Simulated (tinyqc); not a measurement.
## Surface Green function of a chain with one s and one p orbital a site, Sancho-Rubio decimation: effect of the broadening

A semi-infinite lead of cells 0, 1, 2, ... with H0 inside a cell and H1 = <cell i|H|cell i + 1>. H1 = [[-vss, vsp], [-vsp, vpp]]. z = E + i eta.

Start with e_s = e = H0, a = H1, b = H1^dagger. Each round: g = (z - e)^(-1); e_s <- e_s + a g b; e <- e + a g b + b g a; a <- a g a; b <- b g b (all with the old a, b). Round k joins cells 2^k apart. Stop when the largest entry of the matrices a and b is below 1e-12 eV; g_s = (z - e_s)^(-1), bulk (z - e)^(-1), density of states -Im Tr/pi. The last column counts the steps of the plain recursion g <- (z - H0 - H1 g H1^dagger)^(-1), one cell a step from g = (z - H0)^(-1), until no entry changes by more than 1e-8 1/eV.

Inputs (values chosen for the exercise): energy E = 4.66 eV.

H0 (eV):
```
,s,p
s,-0.46,0
p,0,2.48
```

H1 (eV):
```
,s,p
s,-1,1.2
p,-1.2,1.07
```

Results:
```
eta (eV),rounds,surface density of states (1/eV),plain steps
0.3,6,0.13222,13
0.04,6,0.053185,21
0.02,7,0.029419,22
0.01,7,0.015188,23
0.004,7,0.0061345,23
```

Estimate the missing row, eta = 0.1 eV.

Computed row:
```
eta (eV),rounds,surface density of states (1/eV),plain steps
0.1,6,0.094322,18
```

With this row back in the table: The rounds go from 6 to 7 and the plain steps from 13 to 23. Outside the bands both counts level off, and the density of states vanishes as eta^(0.99) between the last two rows: it is the Lorentzian tail of states at other energies.

Computed by the program tinyqc: `OMP_NUM_THREADS=1 python tinyqc.py 2680005 2680006 out.jsonl`, one thread of a shared Intel Xeon 2.30GHz, about 0.01 s for the whole run.
